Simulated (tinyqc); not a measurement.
Hole mobility in a silicon inversion layer, empirical terms and Matthiessen rule: one step of the calculation.

Inversion layer of sheet density Ns on a uniformly doped body. The mobility terms are empirical power laws with prefactors chosen for the exercise; adding their inverses (Matthiessen) is itself an approximation.

Task. Depletion charge and effective field. ni = sqrt(Nc Nv) exp(-Eg/(2 Vt)), Eg in volts; Ndep = sqrt(2 eps0 eps_r Nb (2 Vt ln(Nb/ni) + Vsb)/q); E = q (Ndep + eta Ns)/(eps0 eps_r), in MV/cm.

Inputs (values chosen for the exercise); material values close to those of silicon: temperature T = 273 K; band gap Eg = 1.11 eV; relative permittivity of the semiconductor eps_r = 11.9; conduction-band density of states at T Nc = 2.44e19 cm^-3; valence-band density of states at T Nv = 2.31e19 cm^-3; body doping Nb = 3.2e17 cm^-3; reverse body bias Vsb = 1 V; weight of the inversion charge in the effective field eta = 0.3333; inversion density Ns = 3.4e12 cm^-2.

Constants: q = 1.602176634e-19 C, kB = 1.380649e-23 J/K, Vt = kB T/q, eps0 = 8.8541878128e-14 F/cm where lengths are in cm. Results are converted to the units shown.

Wanted: ni; Ndep; E.

Result.

ni = 1.348e9 cm^-3
Ndep = 2.833e12 cm^-2
E = 0.6032 MV/cm

The depletion charge gives 71.4 % of the field.

tinyqc, about 0.01 s, one thread, Intel Xeon 2.30GHz (shared host): `OMP_NUM_THREADS=1 python tinyqc.py 2510064 2510065 out.jsonl`
